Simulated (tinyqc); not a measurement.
From rigid to soft shells: rigid-ion and shell models of the dielectric response of an ionic crystal. Computed by tinyqc, a small Python program. Command: `OMP_NUM_THREADS=1 python tinyqc.py 3024982 3024983 out.jsonl shell walk`. One thread of a shared host (Intel(R) Xeon(R) Processor @ 2.30GHz), about 0.01 s of CPU time with the checks.

Charges +Z and -Z; 8 nearest neighbours, Madelung constant M = 1.762675, volume per ion pair Omega = 1.539601 d^3. Energy per pair U = -M Z^2 e2/d + 8 A exp(-d/rho), e2 = e^2/(4 pi eps_0). In the shell model the anion is a core of charge Y - Z and a massless shell of charge -Y, joined by the spring k; the repulsion acts on the shell. Each ion feels the Lorentz field E + (4 pi/3) P (Gaussian units).

Inputs (values chosen for the exercise, for a model crystal):
```
quantity                       value           unit
nearest-neighbour distance d    2.71       angstrom
ionic charge Z                  1.41              e
hardness d/rho                  9.36              -
cation mass                     61.6              u
anion mass                      79.9              u
shell charge size Y             2.29              e
core-shell spring k               61  eV/angstrom^2
cation polarisability alpha_+   0.78     angstrom^3
```

Structure: caesium chloride.

Constants: e^2/(4 pi eps_0) = 14.39964548 eV angstrom; 1 eV/angstrom^3 = 160.2176634 GPa; nu for 1 eV/(angstrom^2 u) = 15.6333042 THz; 1 THz = 33.35640952 1/cm.

Method:
- Zero pressure fixes 8 A exp(-d/rho) = M Z^2 e2 rho/d^2. Then U = -(M Z^2 e2/d)(1 - rho/d), B = M Z^2 e2 (d/rho - 2)/(9 Omega d), and the spring of one sublattice against the other is R = (1/3) x (Laplacian of the repulsion summed over neighbours) = M Z^2 e2 (d/rho - 2)/(3 d^3), so R = 3 B Omega/d^2.
- With C = 4 pi Z^2 e2/(3 Omega): mu lambda_TO = R - C, mu lambda_LO = R + 2 C; eps_inf = 1 and eps_s = lambda_LO/lambda_TO.
- lambda in eV/(angstrom^2 u) gives the wavenumber 15.6333042 x 33.35640952 x sqrt(lambda); mu is the reduced mass.
- Eliminating the shell gives the anion polarisability alpha_- = Y^2 e2/(k + R), the Szigeti charge Z_S = Z - Y R/(k + R) and the softened spring R' = k R/(k + R). With b = 4 pi (alpha_+ + alpha_-)/(3 Omega): eps_inf = (1 + 2b)/(1 - b) (Clausius-Mossotti); Born charge Z* = Z_S (eps_inf + 2)/3.
- mu lambda_TO = R' - (4 pi e2/(3 Omega)) Z_S^2/(1 - b); mu lambda_LO = mu lambda_TO + 4 pi e2 Z*^2/(eps_inf Omega); eps_s = eps_inf lambda_LO/lambda_TO.

repulsive spring R = 6.22029 eV/angstrom^2

volume Omega = 30.6419 angstrom^3

omega_LO, rigid ions = 331.391 1/cm

Response against the core-shell spring:
```
k (eV/angstrom^2)  eps_inf     Z_S      Z*  omega_TO (1/cm)  omega_LO (1/cm)   eps_s
49                  2.2467  1.1520  1.6308           119.33           262.47  10.869
61                  2.0551  1.1981  1.6195           119.46           270.53  10.540
79                  1.8848  1.2429  1.6094           119.57           278.83  10.248
110                 1.7288  1.2874  1.6002           119.68           287.58   9.982
160                 1.6089  1.3243  1.5931           119.76           295.24   9.779
240                 1.5234  1.3521  1.5881           119.82           301.30   9.634
490                 1.4381  1.3813  1.5830           119.87           307.92   9.489
1800                1.3797  1.4021  1.5796           119.91           312.84   9.390
```

What follows from these numbers?

From the stiffest to the softest shell eps_inf rises from 1.38 to 2.25 and Z_S falls from 1.40 to 1.15; omega_LO moves by -16 % and omega_TO by -0.5 %. Screening by eps_inf cuts the LO frequency, which rigid ions overstate (rigid ions: 331 per cm); eps_s goes from 9.39 to 10.87.
